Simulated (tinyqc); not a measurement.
MESFET, gradual channel with velocity saturation: one step of the calculation.

A uniformly doped n-type channel, depleted from the top by a Schottky gate; at channel potential V the depleted share of a is u = sqrt((Vbi - Vg + V)/Vp), s at the source. Electrons drift with v = mu E/(1 + mu E/vsat). Abrupt depletion edge, no series resistance, source at 0.

Problem. Current below saturation. u = sqrt((Vbi - Vg + Vd)/Vp). I = (G0 Vp/3) F/(1 + Z (u^2 - s^2)), F = 3 (u^2 - s^2) - 2 (u^3 - s^3), with u at V = Vd; Z = 0 gives constant mobility, for which u stops at 1.

Inputs (values chosen for the exercise):

| symbol | value | unit | meaning |
|---|---|---|---|
| Vg | -1.2 | V | gate voltage |
| Vd | 0.32 | V | drain voltage |

Vbi = 0.60438900 V
Vp = 3.2738263 V
G0 = 376.83194 mS
Z = 13.973649
s = 0.74239882

Wanted: u; F; I for Z = 0; I.

Solution.

u = 0.8055
F = 0.06615
I for Z = 0 = 27.20 mA
I = 11.50 mA

The falling mobility lowers the current by 57.7 %.

Program tinyqc, `OMP_NUM_THREADS=1 python tinyqc.py 2500107 2500108 out.jsonl`; Intel Xeon 2.30GHz, shared host, one thread, about 0.07 s.
